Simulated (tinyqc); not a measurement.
Fermi level and growth conditions: formation energy of a charged point defect from supercell energies. Computed by tinyqc, a small Python program. Command: `OMP_NUM_THREADS=1 python tinyqc.py 3011332 3011333 out.jsonl formation walk`. One thread of a shared host (Intel(R) Xeon(R) Processor @ 2.30GHz), about 0.01 s of CPU time with the checks.

The host is a compound AB. Making the defect adds n_A = -1, n_B = 0 atoms to the cell. All total energies are inputs. E_F is counted from the valence-band maximum (VBM); x = 0 is A-rich and x = 1 B-rich growth.

Inputs (values chosen for the exercise, with gap and screening modelled on ZnSe):
```
quantity                      value      unit
gap E_g                        2.76        eV
E_VBM of the host cell        3.903        eV
potential alignment dV        -0.13        eV
dielectric constant eps        8.98         -
cell length L                  11.8  angstrom
mu_A of the pure element     -2.823        eV
formation enthalpy dH of AB   -1.29        eV
growth condition x            0.099         -
```

Defect: vacancy of A. Supercell lattice: sc.

charge states q: 3  2  1  0

E(defect, q) - E(host), in the order of q (eV): -11.229  -5.948  -0.33  5.86

Constants: e^2/(4 pi eps_0) = 14.39964548 eV angstrom.

Method:
- dmu_A = x dH and dmu_B = (1 - x) dH, so that dmu_A + dmu_B = dH; mu = mu(element) + dmu.
- The reservoir term is sum n_i mu_i.
- Image-charge correction of a point charge in a neutralising background: E_corr = q^2 alpha e^2/(4 pi eps_0) / (2 eps L), alpha = 2.837297 for a sc array with L the cube root of the volume.
- E_f(q, E_F) = [E(defect, q) - E(host)] - sum n_i mu_i + q (E_VBM + dV + E_F) + E_corr(q).
- Each entry is the lowest E_f over q.

E_f(q, 0) (eV): (q=+3) -1.12566, (q=+2) -0.58158, (q=+1) 0.68507, (q=0) 2.90929

sum n_i mu_i = 2.95071 eV

Lowest formation energy (eV):
```
E_F (eV)  stable q  A-rich, x = 0  x = 0.5  B-rich, x = 1
0.000           +3        -0.9980  -1.6430        -2.2880
0.345           +3         0.0370  -0.6080        -1.2530
0.690           +2         0.9261   0.2811        -0.3639
1.035           +2         1.6161   0.9711         0.3261
1.380           +1         2.1928   1.5478         0.9028
1.725           +1         2.5378   1.8928         1.2478
2.070           +1         2.8828   2.2378         1.5928
2.415            0         3.0370   2.3920         1.7470
2.760            0         3.0370   2.3920         1.7470
```

What follows from these numbers?

Going from A-rich to B-rich growth shifts every line by -1.290 eV and moves no transition level. The slope of the envelope is the stable charge, so E_f is highest in the rows from E_F = 2.42 to 2.76 eV, where the neutral state is stable: the defect forms most easily in p-type material. Under A-rich growth E_f turns negative for part of the gap, so in equilibrium E_F cannot enter that part. Under B-rich growth E_f turns negative for part of the gap, so in equilibrium E_F cannot enter that part. Caution: the largest image-charge correction in these energies, q^2 alpha e^2/(8 pi eps_0 eps L) with alpha = 2.837297, exceeds a quarter of the gap; the point-charge term alone is then a rough estimate, usually too large for a charge that is spread out. Caution: E_f at E_F = 0 is negative for at least one charge state, so in equilibrium E_F cannot reach the valence-band maximum.

Extremes, crossings and ranges named in words are read from the listed rows.
